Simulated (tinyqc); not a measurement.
Quarter-wave Bragg mirror and the threshold of a vertical cavity: two steps of the calculation.

N pairs of lossless layers, each a quarter wave thick at lam, in the order nL, nH from the incident medium n0 to the exit medium ns; normal incidence, no dispersion. At wavelength lam + dw each layer has the phase d = (pi/2) lam/(lam + dw) and the matrix [[cos d, i sin d/n], [i n sin d, cos d]].

Parameters, values chosen for the exercise; indices close to those of InGaAsP and InP:

| symbol | value | unit | meaning |
|---|---|---|---|
| lam | 1550 | nm | design wavelength |
| nH | 3.428 |  | high index |
| nL | 3.187 |  | low index |
| N | 29 |  | number of pairs |
| n0 | 3.476 |  | index of the incident medium |
| ns | 1 |  | index of the exit medium |

Question 1. Thicknesses, peak reflectance and stop band. At the design wavelength Y = ns (nL/nH)^(2 N), T0 = 4 n0 Y/(n0 + Y)^2; stop band, to first order in its width, (4 lam/pi) arcsin((nH - nL)/(nH + nL)); layer thicknesses lam/(4 n).

Give: thickness of the high-index layer; thickness of the low-index layer; Y; T0; stop band.

Answer 1.

thickness of the high-index layer = 113.0 nm
thickness of the low-index layer = 121.6 nm
Y = 0.01458
T0 = 1.664 %
stop band = 71.92 nm

Each further pair divides T0 by about (nH/nL)^2 = 1.16.

Question 2. Matrix of the stack. M = (M of one pair)^N.

M of one pair:
```
                           1                          2
1  -1.075085132+0.000000000i   0.000000000+0.009715843i
2   0.000000000+0.106145937i  -0.929199626+0.000000000i
```

Wanted: M.

Answer 2.

M:
```
                 1               2
1  -7.0431+0.0000i  0.0000+0.4838i
2   0.0000+5.2854i  0.2211+0.0000i
```

Program tinyqc, `OMP_NUM_THREADS=1 python tinyqc.py 2650022 2650023 out.jsonl`; Intel Xeon 2.30GHz, shared host, one thread, about 0.01 s.
